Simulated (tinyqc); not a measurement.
The window of frequencies: the 3-omega method: a line heater on a substrate with a thin film. Computed by tinyqc, a small Python program. Command: `OMP_NUM_THREADS=1 python tinyqc.py 3007231 3007232 out.jsonl threeomega walk`. One thread of a shared host (Intel(R) Xeon(R) Processor @ 2.30GHz), about 0.01 s of CPU time with the checks.

A current at angular frequency omega = 2 pi f heats the line at 2 omega with the amplitude P per length; the temperature swing Delta T at 2 omega gives a voltage at 3 omega. The substrate is taken as semi-infinite and isotropic, and the heat capacity of heater and film is left out.

Inputs (values chosen for the exercise, modelled on silica on silicon):

| quantity | value | unit |
|---|---|---|
| substrate conductivity kappa | 148 | W/(m K) |
| substrate heat capacity C | 1.62 | 1e6 J/(m^3 K) |
| heater half-width b | 4.7 | micrometre |
| power amplitude per length P | 24 | W/m |
| current frequency f | 73 | Hz |
| substrate thickness d_s | 1000 | micrometre |

Method:
- D = kappa/C; q = sqrt(2 i omega/D); penetration depth 1/|q| = sqrt(D/(2 omega)).
- Delta T_s = (P/(pi kappa)) int_0^infinity (sin x/x)^2 / sqrt(x^2 + (q b)^2) dx with (q b)^2 = i |q b|^2, averaged over the heater width (12 Gauss-Legendre points on each of the pieces 0, 14 log-spaced edges from 1e-5 to 1, and multiples of pi to 40 pi; the tail adds 1/(4 (40 pi)^2)).
- For |q| b much below 1: Delta T_s = (P/(pi kappa)) [-ln(|q| b) + eta - i pi/4], eta = 3/2 - C_E = 0.92278, with Euler's C_E = 0.5772157.
- The slope value uses each f and 2f: kappa = P ln 2/(2 pi [Delta T(f) - Delta T(2f)]).

diffusivity D = 91.3580 mm^2/s

Bare substrate:

| f (Hz) | penetration depth (micrometre) | \|q\| b | in-phase (K) | out-of-phase (K) | narrow-line form (K) | kappa from the slope (W/(m K)) |
|---|---|---|---|---|---|---|
| 3.3 | 1484.3 | 0.0031666 | 0.34470 | -0.040540 | 0.34470 | 148.00 |
| 33 | 469.37 | 0.010014 | 0.28527 | -0.040536 | 0.28527 | 148.01 |
| 330 | 148.43 | 0.031666 | 0.22585 | -0.040502 | 0.22584 | 148.06 |
| 1600 | 67.408 | 0.069725 | 0.18513 | -0.040387 | 0.18510 | 148.27 |
| 6600 | 33.189 | 0.14161 | 0.14866 | -0.040029 | 0.14853 | 149.11 |
| 33000 | 14.843 | 0.31666 | 0.10765 | -0.038674 | 0.10699 | 153.37 |
| 130000 | 7.4782 | 0.62849 | 0.074036 | -0.035444 | 0.071605 | 168.03 |
| 660000 | 3.3189 | 1.4161 | 0.039687 | -0.026976 | 0.029673 | 239.25 |
| 3.30e+06 | 1.4843 | 3.1666 | 0.018119 | -0.015533 | -0.011865 | 498.02 |
| 2.00e+07 | 0.60291 | 7.7955 | 0.0073546 | -0.0069299 | -0.058368 | 1229.1 |

What does the comparison show, and why?

The slope gives kappa within 1 % up to |q| b = 0.14 (f = 6600 Hz) among these rows. The penetration depth stays under d_s/5 = 200 micrometre from f = 330 Hz up, so a usable window lies between the two. At high f the flow turns one-dimensional: in-phase and out-of-phase parts become equal in size (ratio 0.94 in the last row) and fall as f^(-1/2) (exponent -0.50). Caution: the penetration depth exceeds a fifth of the substrate thickness, so the back face is felt and the semi-infinite formula fails.
